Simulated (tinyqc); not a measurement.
# Metal gate on a two-layer dielectric stack with fixed charge and a dipole: effects of single changes

Gate, layer 2, layer 1, p-type semiconductor; x runs from the gate inwards. Charges are counted in units of +q. psi is the band bending at the surface, positive towards inversion. Classical charge, Boltzmann statistics, no interface traps.

Parameters, values chosen for the exercise; band and dielectric values close to those of silicon, layer 1 close to silicon dioxide, layer 2 close to hafnium oxide:
- T = 300 K (temperature)
- Eg = 1.12 eV (band gap)
- eps_r = 11.6 (relative permittivity)
- Nc = 2.75e19 cm^-3 (conduction-band density of states at T)
- Nv = 2.67e19 cm^-3 (valence-band density of states at T)
- chi = 4 eV (electron affinity)
- Na = 2.2e16 cm^-3 (acceptor density)
- pM = 4.12 eV (work function of the gate metal)
- t1 = 1.6 nm (thickness of layer 1, next to the semiconductor)
- e1 = 3.97 (relative permittivity of layer 1)
- t2 = 1.2 nm (thickness of layer 2, next to the gate)
- e2 = 22.3 (relative permittivity of layer 2)
- Q1 = 7.3e11 cm^-2 (fixed charge at the semiconductor interface)
- Q2 = 1.1e11 cm^-2 (fixed charge between the layers)
- r1 = 8.7e18 cm^-3 (uniform charge density in layer 1)
- r2 = 0 cm^-3 (uniform charge density in layer 2)
- Vd = 0 V (flat-band shift by a dipole layer between the layers)

Constants: q = 1.602176634e-19 C, kB = 1.380649e-23 J/K, Vt = kB T/q, eps0 = 8.8541878128e-14 F/cm where lengths are in cm. Results are converted to the units shown.

Each table varies one quantity; the others keep the values above.

## Flat band against the thickness t1

EOT = 3.9 (t1/e1 + t2/e2), Cox = eps0/(t1/e1 + t2/e2); phi_ms = pM - (chi + Eg - Vt ln(Nv/Na)). Vfb = phi_ms + Vd - (q/eps0) [Q1 (t1/e1 + t2/e2) + Q2 t2/e2 + r1 (t1^2/(2 e1) + t1 t2/e2) + r2 t2^2/(2 e2)]: each charge counts with its electrical distance from the gate. ni = sqrt(Nc Nv) exp(-Eg/(2 Vt)), Eg in volts, pB = Vt ln(Na/ni), Vth = Vfb + 2 pB + sqrt(4 q eps0 eps_r Na pB)/Cox.

Results:

| t1 (nm) | EOT (nm) | Vfb (V) | Vth (V) |
|---|---|---|---|
| 0.5 | 0.70105 | -0.85042 | -0.083375 |
| 1 | 1.1922 | -0.88617 | -0.10862 |
| 2 | 2.1746 | -0.98739 | -0.18885 |
| 2.5 | 2.6658 | -1.0529 | -0.24384 |
| 3 | 3.1570 | -1.1283 | -0.30874 |
| 3.5 | 3.6482 | -1.2136 | -0.38356 |
| 4 | 4.1393 | -1.3088 | -0.46828 |

Estimate the missing row, t1 = 1.5 nm.

Computed row:

| t1 (nm) | EOT (nm) | Vfb (V) | Vth (V) |
|---|---|---|---|
| 1.5 | 1.6834 | -0.93182 | -0.14378 |

With this row back in the table: Vfb falls from -0.850 to -1.31 V and Vth falls from -0.0834 to -0.468 V. The slope dVfb/dEOT is -72.8 mV/nm between the first two rows and -194 between the last two: the charge inside the growing layer bends the line. A line through the end rows meets EOT = 0 at -0.757 V, against phi_ms + Vd = -0.816 V; an effective work function read from it is off by 59.5 mV from pM.

## Threshold against doping

Same model as above.

Threshold against doping:

| Na (cm^-3) | phi_ms (V) | 2 pB (V) | Qd/Cox (V) | Vth (V) |
|---|---|---|---|---|
| 9.1e14 | -0.7341 | 0.5874 | 0.006843 | -0.2656 |
| 3.4e15 | -0.7681 | 0.6555 | 0.01397 | -0.2244 |
| 1.3e16 | -0.8028 | 0.7249 | 0.02873 | -0.1749 |
| 4.8e16 | -0.8366 | 0.7924 | 0.05773 | -0.1122 |
| 1.8e17 | -0.8708 | 0.8607 | 0.1165 | -0.01923 |
| 6.7e17 | -0.9047 | 0.9287 | 0.2335 | 0.1317 |
| 2.5e18 | -0.9388 | 0.9968 | 0.4673 | 0.3995 |

Read the table: what changes, and by how much?

Vth rises from -0.266 to 0.400 V. Of the change, phi_ms + 2 pB gives 205 mV (Vt ln 10 a decade) and the depletion charge 460 mV, growing as Na^(0.53).

Program tinyqc, `OMP_NUM_THREADS=1 python tinyqc.py 2010093 2010094 out.jsonl`; Intel Xeon 2.30GHz, shared host, one thread, about 0.01 s.
